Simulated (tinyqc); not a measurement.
From results back to parameters: static screening by free carriers. Two cases, with inputs chosen for the exercise.

Problem. At zero temperature the gas shows Friedel oscillations of period pi/kF and a Thomas-Fermi length 1/qTF; n and m are hidden.

kF = (3 pi^2 n/Mv)^(1/3), EF = c kF^2/m with c = hbar^2/2m0, n in 1/angstrom^3 (1e-24 per 1/cm^3), e2 = e^2/(4 pi eps0). Thomas-Fermi: qTF^2 = 6 pi e2 n/(eps EF). Debye: qD^2 = 4 pi e2 n/(eps kB T).

Constants: hbar^2/2m0 = 3.80998211 eV angstrom^2; e^2/(4 pi eps0) = 14.39964547 eV angstrom.

Find: kF; n; m.

Method. kF = pi/period and n = Mv kF^3/(3 pi^2); qTF^2 = 2 e2 Mv m kF/(pi eps c) then gives m.

Case 1.

Values chosen (out of a larger set: a free-electron density near that of Au; not measured data): Mv = 1 (valleys); eps = 1 (background dielectric constant).

period = 2.62041 angstrom
1/qTF = 0.588782 angstrom

Solution.

kF = 1.199 1/angstrom
n = 5.82e+22 1/cm^3
m = 1.000 m0

Case 2.

Values chosen (out of a larger set: near those of GaAs; not measured data): Mv = 1 (valleys); eps = 13.4 (background dielectric constant).

period = 289.859 angstrom
1/qTF = 87.3145 angstrom

Solution.

kF = 0.01084 1/angstrom
n = 4.30e+16 1/cm^3
m = 0.067 m0

Computed by tinyqc, one run a case: `OMP_NUM_THREADS=1 python tinyqc.py N N+1 out.jsonl` with N = 1650686, 1650726; one thread of a shared Intel(R) Xeon(R) Processor @ 2.30GHz, about 0.01 s a run at most.
